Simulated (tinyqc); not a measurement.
Inside a calculation. Model: ballistic Schottky-barrier transistor with a one-dimensional channel, WKB contacts.

Program tinyqc, `OMP_NUM_THREADS=1 python tinyqc.py 2390142 2390143 out.jsonl`; Intel Xeon 2.30GHz, shared host, one thread, about 0.04 s. Printed values are rounded.

Source Fermi level 0, drain Fermi level -Vd. Far from the contacts Ec = pn - psi, and the gate moves psi one to one; the band edges relax as exp(-x/lam) from pn at the source and pn - Vd at the drain; Ev = Ec - Eg. A carrier of energy w inside the channel band meets at a contact a barrier of height D (the contact edge beyond the channel edge): T = 1 for w >= D, else exp(-S), S = 4 lam sqrt(m/C) [sqrt(D - w) - sqrt(w) arctan sqrt((D - w)/w)], C = hbar^2/(2 m0). The two contacts combine as Ts Td/(Ts + Td - Ts Td).

Parameters, values chosen for the exercise; channel values close to those of a silicon nanowire with silicide contacts:
- T = 250 K (temperature)
- Eg = 1.12 eV (band gap)
- pn = 0.8 eV (barrier for electrons at both contacts)
- mn = 0.2 m0 (electron mass)
- mp = 0.24 m0 (hole mass)
- g = 2 (valleys or subbands)
- lam = 2.7 nm (screening length at the contacts)
- Vd = 0.05 V (drain bias)
- ps = 0.55 V (band shift psi of the channel by the gate)
- w0 = 0.2 eV (energy of one carrier inside the channel band)
- wm = 0.7 eV (upper end of the grid)
- nE = 13 (points of the grid)

Constants: q = 1.602176634e-19 C, kB = 1.380649e-23 J/K, hbar = 1.054571817e-34 J s, h = 6.62607015e-34 J s, m0 = 9.1093837015e-31 kg, Vt = kB T/q, hbar^2/(2 m0) = 0.0380998212 eV nm^2. Results are converted to the units shown.

Range of the model: No scattering, image-force lowering, channel charge or band-to-band tunnelling; parabolic kappa overstates S deep in the gap.

## Band edges and barriers

Electrons: Ds = psi, Dd = psi - Vd, Es = Ec, Ed = Ec + Vd. Holes: Ds = -psi, Dd = Vd - psi, Es = -Ev, Ed = -Ev - Vd. The size of each current is taken; both flow from drain to source and add.

Ec = 0.25 eV
Ev = -0.87 eV
D for electrons (eV): source 0.5500000, drain 0.5000000
D for holes (eV): source -0.5500000, drain -0.5000000

A negative D is no barrier. Here the electrons carry the larger current.

## Transmission of one of the electrons

S and T at both contacts for w = w0, and the tunnelling distance lam ln(D/w) at the higher barrier.

S at the source = 4.419380
S at the drain = 3.747711
combined T = 0.008034149
tunnelling distance = 2.731322 nm

## Current of the electrons on a coarse grid

I = g (2 q^2/h) int T(w) [f(Es + w) - f(Ed + w)] dw, f(y) = 1/(1 + exp(y/Vt)). Electrons: Ds = psi, Dd = psi - Vd, Es = Ec, Ed = Ec + Vd. Holes: Ds = -psi, Dd = Vd - psi, Es = -Ev, Ed = -Ev - Vd. The size of each current is taken; both flow from drain to source and add. Simpson's rule on nE equally spaced w from 0 to wm.

```
point     w (eV)           Ts           Td            T  size of the supply difference
0      0.0000000  1.072216e-8  2.518676e-8  7.520595e-9                    8.228771e-6
1      0.0583333  4.794878e-5  1.072582e-4  3.313685e-5                    5.487706e-7
2      0.1166667  8.605025e-4  0.001827220  5.853460e-4                    3.659678e-8
3      0.1750000  0.006117131   0.01228245  0.004100170                    2.440589e-9
4      0.2333333   0.02657368   0.05020585   0.01768371                   1.627595e-10
5      0.2916667   0.08322171    0.1469888   0.05611882                   1.085421e-11
6      0.3500000    0.2038358    0.3334946    0.1448339                   7.238522e-13
7      0.4083333    0.4079038    0.6093168    0.3233378                   4.827271e-14
8      0.4666667    0.6806309    0.9019673    0.6337486                   3.219240e-15
9      0.5250000    0.9414011            1    0.9414011                   2.146867e-16
10     0.5833333            1            1            1                   1.431716e-17
11     0.6416667            1            1            1                   9.547918e-19
12     0.7000000            1            1            1                   6.367375e-20
```

current = 4.945803e-10 uA

A converged quadrature gives 4.854e-10 uA; this grid is 1.9 % above that. Under 0.001 % of it passes over both barriers, the rest tunnels. The other carrier adds 8.88e-17 uA.
